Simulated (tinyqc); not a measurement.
# Ten-year voltage from two stress tests

Problem. Lifetimes follow tau = t0 exp(B/Vd). Ten years are 3.15576e8 s. Find B, t0 and the drain voltage for ten years.

lifetimes at Vd = 3.6 and 4 V (s): [68000, 5135.48543]

Answer. ln(tau) is linear in 1/Vd.

B = 93.0 V
t0 = 4.10e-7 s
ten-year voltage = 2.71 V

Program tinyqc, `OMP_NUM_THREADS=1 python tinyqc.py 2550055 2550056 out.jsonl`; Intel Xeon 2.30GHz, shared host, one thread, about 0.01 s.
